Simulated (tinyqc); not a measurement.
Rapid thermal processing of a wafer: radiative balance, ramp and cooling, pattern effects, pyrometer error and spike budget: one step, computed by the program tinyqc.

The wafer is opaque and uniform through its thickness unless said otherwise; temperatures in formulas are in kelvin (C + 273.15). sigma = 5.670374419e-12 W/(cm^2 K^4).

Task: Power to hold and to ramp. Effective emissivity between parallel grey plates: eps_eff = 1/(1/eps + 1/(1 - r) - 1). Loss per area q(T) = 2 eps_eff sigma (T^4 - T_w^4) + h (T - T_w). Absorbed power during a ramp = q(T) + C d x ramp rate; thermal time constant tau = C d/(dq/dT), dq/dT = 8 eps_eff sigma T^3 + h; natural cooling rate q/(C d); front-to-back difference under one-sided heating at the end of the ramp = (absorbed power) d/(2 k).

Inputs (values chosen for the exercise, modelled on a hot silicon wafer): wafer thickness d = 625 micrometre; heat capacity per volume C = 2 J/(cm^3 K); thermal conductivity k = 0.22 W/(cm K); emissivity eps of each face = 0.65; reflectivity of the chamber walls r = 0.42; gas heat-transfer coefficient h, both faces together = 1.2 mW/(cm^2 K); wall temperature T_w = 500 K; process temperature = 695 C; ramp rate = 150 K/s.

Give: eps_eff; holding power q; power at the end of the ramp; dq/dT; time constant tau; natural cooling rate; front-to-back difference.

Result:

eps_eff = 0.44197

holding power q = 4.6521 W/cm^2

power at the end of the ramp = 23.402 W/cm^2

dq/dT = 19.394 mW/(cm^2 K)

time constant tau = 6.4454 s

natural cooling rate = 37.217 K/s

front-to-back difference = 3.3242 K

Radiation carries 88 % of the loss. The ramp needs 5.0 times the holding power.
